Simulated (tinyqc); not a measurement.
# Composition from the perpendicular lattice constant

Inverse problem. The layer is x parts of the first compound and 1 - x of the second, grown coherently on the third as substrate and barrier. Rows of the table: lattice constant a, average valence level Ea on an absolute scale, spin-orbit splitting so, gaps at Gamma, X and L, hydrostatic deformation potentials av and ac (Gamma), shear potential b, elastic constants, electron and heavy-hole (along z) masses. All are interpolated linearly in x; gaps get -C x (1 - x), taken wholly in the conduction band; real line-ups can differ from this model by 0.1 eV or more. In-plane strain e = (a_substrate - a)/a, e_z = -2 (c12/c11) e, volume change 2 e + e_z. X-ray diffraction gives a_z = a (1 + e_z) of the coherent layer. Find x, e and the relaxed Gamma gap.

Inputs (values chosen for the exercise): bowing of the Gamma gap CG = 1.43 eV; bowing of the X gap CX = 1.2 eV; bowing of the L gap CL = 1.2 eV.

Binary compounds, values chosen for the exercise:
```
	close to GaSb	close to GaAs	close to InP
a (angstrom)	6.096	5.653	5.869
Ea (eV)	-6.25	-6.92	-7.04
so (eV)	0.761	0.337	0.111
EG (eV)	0.715	1.4	1.35
EX (eV)	1.04	1.92	2.21
EL (eV)	0.812	1.71	1.91
av (eV)	0.781	1.17	1.27
ac (eV)	-6.89	-7.18	-5.09
b (eV)	-1.99	-1.68	-1.7
c11 (GPa)	87.2	117	100
c12 (GPa)	40.4	53.3	56.4
me (m0)	0.0386	0.0671	0.0799
mh (m0)	0.25	0.355	0.53
```

lattice constant along the growth direction = 5.99011872 angstrom

Solution. a_z changes steadily with x, about (1 + 2 c12/c11) times as fast as the relaxed lattice constant, so one composition matches.

x = 0.6300
e = -1.064 %
relaxed Gamma gap = 0.6351 eV

tinyqc, about 0.01 s, one thread, Intel Xeon 2.30GHz (shared host): `OMP_NUM_THREADS=1 python tinyqc.py 2690028 2690029 out.jsonl`
